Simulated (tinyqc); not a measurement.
What moves the results: Slater-Koster d bands of a bcc metal. A value that a table varies takes the place of the one given here.

Slater-Koster d bands. For a bond with direction cosines (l, m, n) the 5 x 5 block is dds Ps + ddp Pp + ddd (1 - Ps - Pp), the projectors on sigma, pi and delta states about the bond; for instance <xy|xy> = 3 l^2 m^2 dds + (l^2 + m^2 - 4 l^2 m^2) ddp + (n^2 + l^2 m^2) ddd, <xy|yz> = 3 l m^2 n dds + l n (1 - 4 m^2) ddp + l n (m^2 - 1) ddd and <3z2-r2|3z2-r2> = (n^2 - (l^2 + m^2)/2)^2 dds + 3 n^2 (l^2 + m^2) ddp + (3/4)(l^2 + m^2)^2 ddd. H(k) sums the blocks times cos(k.R) over the neighbours; the d level is the zero of energy; k in 2 pi/a.

Neighbours: eight at (a/2)(1,1,1) and equivalents, and six at a(1,0,0) and equivalents with the integrals times f2.

Mesh: k = f1 b1 + f2 b2 + f3 b3 with fractions (j + 1/2)/N, j = 0 to N - 1, and b = (-1,1,1), (1,-1,1), (1,1,-1) for fcc, (0,1,1), (1,0,1), (1,1,0) for bcc, unit vectors for simple cubic. The lowest Nd/10 of all levels are filled with two electrons each; the bond energy is their sum per atom.

Parameters, chosen for this exercise (of the size met in W; not measured data): dds = -1.485 eV (dd sigma); ddp = 0.594 eV (dd pi); ddd = -0.163 eV (dd delta); f2 = 0.487 (factor on all three integrals for second neighbours); N = 8 (mesh).

## Band filling: full bands against the rectangular model

W = sqrt(12 mu2) with mu2 the mean square level on the mesh; rectangular model: Fermi level W (Nd/10 - 1/2), bond energy -W Nd (10 - Nd)/20. The Fermi level of the mesh is the highest filled level.

Per atom (eV):

| Nd | EF, bands | bond energy, bands | EF, rectangle | bond energy, rectangle |
|---|---|---|---|---|
| 1 | -3.081 | -3.545 | -3.275 | -3.684 |
| 2 | -2.605 | -6.345 | -2.456 | -6.550 |
| 3 | -2.154 | -8.746 | -1.637 | -8.597 |
| 4 | -0.961 | -10.280 | -0.819 | -9.825 |
| 5 | 0.561 | -10.361 | 0.000 | -10.234 |
| 6 | 1.200 | -9.450 | 0.819 | -9.825 |
| 7 | 1.574 | -8.105 | 1.637 | -8.597 |
| 8 | 2.137 | -6.307 | 2.456 | -6.550 |
| 9 | 3.190 | -3.791 | 3.275 | -3.684 |

W = 8.187 eV
full width on the mesh = 9.150 eV

The bond energy is deepest at Nd = 5 (-10.361 eV); the rectangle has its minimum at 5. The two differ most at Nd = 7, by 0.492 eV or 5 % of the deepest value: the second moment fixes the parabola, and higher moments the rest. At Nd = 3 and 7 the bands give -8.746 and -8.105 eV, a skew towards less than half filling.

## Which lattice a d-band metal prefers

fcc has twelve neighbours, bcc eight and six (the six times f2), simple cubic six. The integrals of bcc and sc are scaled so that all three have the second moment of fcc, which stands for equal repulsion (structural energy difference theorem). s and p electrons are left out.

Bond energy per atom:

| Nd | fcc (eV) | bcc - fcc (meV) | sc - fcc (meV) |
|---|---|---|---|
| 1 | -4.206 | 206 | -589 |
| 2 | -7.176 | 16 | -310 |
| 3 | -9.434 | -435 | 127 |
| 4 | -11.142 | -459 | 944 |
| 5 | -11.789 | 97 | 1330 |
| 6 | -11.246 | 582 | 1047 |
| 7 | -9.605 | 459 | 298 |
| 8 | -7.215 | 98 | -271 |
| 9 | -4.006 | -272 | -788 |

scale factors: bcc 1.1285, sc 1.4142

mu3/mu2^1.5: fcc -0.037, bcc -0.035, sc 0.000

mu4/mu2^2: fcc 1.789, bcc 1.764, sc 2.885

largest change of a difference when N is raised to 14 = 56 meV

fcc is lowest for Nd = 5, 6 and 7. bcc is lowest for Nd = 3 and 4. sc is lowest for Nd = 1, 2, 8 and 9. bcc gains most on fcc at Nd = 4 (-459 meV). A small fourth moment marks a two-peaked band, which tends to favour fillings near one half; bcc has -1 % against fcc, and at Nd = 5 it lies +97 meV from fcc, which the fourth moment alone does not explain (differences of a few tens of meV are within the error of the mesh; hcp is left out, and this d-only model can miss the lattice of the real metal). The third moments, from three-membered rings, skew the bands. That simple cubic wins anywhere comes from keeping d bands and equal second moments alone; no transition metal takes it. Differences below about 56 meV are within the error of this mesh, and the s and p electrons left out weigh most where the d band is nearly empty or full.

## What each integral does

Levels at Gamma, E(t2g) = (8/3) dds + (16/9) ddp + (32/9) ddd + f2 (4 ddp + 2 ddd), E(eg) = (16/3) ddp + (8/3) ddd + f2 (3 dds + 3 ddd), and W = sqrt(12 mu2), the width of a rectangular band with the same second moment mu2 = z (dds^2 + 2 ddp^2 + 2 ddd^2)/5, z = 8 + 6 f2^2. Each row changes one parameter from the base and keeps the others.

Results:

| case | t2g (eV) | eg (eV) | W (eV) |
|---|---|---|---|
| base | -2.4852 | 0.3256 | 8.1873 |
| dds = -1.2623 eV | -1.8913 | 0.6510 | 7.2935 |
| ddp = 0.6831 eV | -2.1532 | 0.8008 | 8.4958 |
| ddd = -0.1386 eV | -2.3747 | 0.4263 | 8.1670 |
| f2 = 0.56 | -2.3356 | -0.0353 | 8.3842 |

The largest shifts from the base row, up to three for each result and ties (the steps differ in size, so this ranks the rows, not the parameters). t2g (eV): dds +0.5939, ddp +0.3320, f2 +0.1496. eg (eV): ddp +0.4752, f2 -0.3609, dds +0.3254. W (eV): dds -0.8938, ddp +0.3085, f2 +0.1969. The ratio of the shifts of t2g and eg names the integral: it is the ratio of the coefficients in the two formulas.

Run: tinyqc, `OMP_NUM_THREADS=1 python tinyqc.py 1450404 1450405 out.jsonl`; Intel(R) Xeon(R) Processor @ 2.30GHz, one thread, shared host; about 0.03 s of CPU time with all checks.
